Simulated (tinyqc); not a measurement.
MOS inversion layer, Poisson-Schroedinger loop: one step of the calculation.

Electrons confined at an insulator interface at z = 0, treated as a hard wall; parabolic valleys, Hartree approximation, no image or exchange terms. The depletion charge lies far deeper than the electrons and gives a uniform field q Nd/(eps0 eps_r); the gate balances all charge. Energies are counted from the band edge at the interface.

Question. Fermi level and occupations. Level k holds N_k = D_k Vt ln(1 + exp((EF - E_k)/Vt)) with D = 4 md1 m0 q/(pi hbar^2) per eV (spin included); EF is fixed by sum N_k = Ns.

Values chosen for this exercise; masses and permittivity close to those of germanium (100): temperature T = 200 K; in-plane density-of-states mass of set A md1 = 0.298 m0; sheet density of electrons Ns = 4e12 cm^-2.

Constants: q = 1.602176634e-19 C, kB = 1.380649e-23 J/K, hbar = 1.054571817e-34 J s, m0 = 9.1093837015e-31 kg, Vt = kB T/q. Results are converted to the units shown.

levels (eV): A1 0.034609315, A2 0.061014282

Give: EF; N_k.

Answer.

EF = 0.020923 eV
N_k (cm^-2): A1 3.2003e12, A2 7.9968e11

tinyqc, about 0.5 s, one thread, Intel Xeon 2.30GHz (shared host): `OMP_NUM_THREADS=1 python tinyqc.py 2160140 2160141 out.jsonl`
